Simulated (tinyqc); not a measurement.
# Changing the contact angle theta

Model: classical nucleation, growth and JMAK kinetics of crystallisation from a melt or glass. Computed by tinyqc, a small Python program. Command: `OMP_NUM_THREADS=1 python tinyqc.py 3011955 3011956 out.jsonl nucl sweep`. One thread of a shared host (Intel(R) Xeon(R) Processor @ 2.30GHz), about 0.01 s of CPU time with the checks.

A spherical nucleus cap on a flat wall with a sharp interface of isotropic energy gamma; lambda = Omega^(1/3) is the jump distance.

Inputs (values chosen for the exercise, for a model substance):
```
quantity                        value        unit
melting point T_m                 940           K
heat of melting per volume H     2340      J/cm^3
interface energy gamma          0.219       J/m^2
atomic volume Omega              14.8  angstrom^3
temperature T                     793           K
diffusion prefactor D0        2.3e-06       m^2/s
activation energy Q              1.15          eV
wall area per volume S_v        26000         1/m
```

Nucleation: on a flat wall. Driving force: Thompson-Spaepen.

Constants: e = 1.602176634e-19 C; k_B = 1.380649e-23 J/K; k_B = 8.617333262e-05 eV/K.

Method:
- Driving force per volume: dG = H [(T_m - T)/T_m] [2 T/(T_m + T)].
- Shape factor f = (2 + cos theta)(1 - cos theta)^2/4.
- W(r) = f [4 pi r^2 gamma - (4/3) pi r^3 dG]; r* = 2 gamma/dG; W* = f 16 pi gamma^3/(3 dG^2); n* = f (4/3) pi r*^3/Omega.
- D = D0 exp(-Q/(k_B T)); attachment rate k+ = (A*/lambda^2) D/lambda^2 with A* = 2 pi r*^2 (1 - cos theta); Zeldovich factor Z = sqrt(W*/(3 pi k_B T))/n*; sites per volume N = S_v/lambda^2; I = N Z k+ exp(-W*/(k_B T)); lag time = 1/(4 pi Z^2 k+).

One run for each value; columns: (1) contact angle theta (degrees); (2) shape factor f; (3) barrier W* (eV); (4) nucleation rate I (1/(m^3 s)); (5) atoms in the nucleus n*; (6) critical radius r* (nm):
```
(1)     (2)    (3)        (4)    (5)    (6)
20   0.0027  0.026  7.061e+29    1.7  1.308
40   0.0379  0.371  4.705e+27   24.0  1.308
60   0.1562  1.530  2.113e+20   98.9  1.308
80   0.3711  3.634  9.642e+06  235.0  1.308
100  0.6289  6.160  9.385e-10  398.2  1.308
```

What does the table show, and why?

Over the rows, shape factor f rises from 0.00267 to 0.629 (exponent d ln y / d ln x 3.8 between the first rows and 2.4 between the last); barrier W* (eV) rises from 0.0262 to 6.16 (exponent d ln y / d ln x 3.8 between the first rows and 2.4 between the last); nucleation rate I (1/(m^3 s)) falls from 7.06e29 to 9.38e-10 (exponent d ln y / d ln x -7.2 between the first rows and -170 between the last). f is 1/2 at 90 degrees and 1 at 180, where the wall gives no help; r* does not depend on the angle. Left out: 120, 140, 160, 180 (the barrier is out of all reach).

Caution (rows 20.0, 40.0): with under 20 atoms in the nucleus or a barrier under 10 k_B T the capillary model is only a guide.
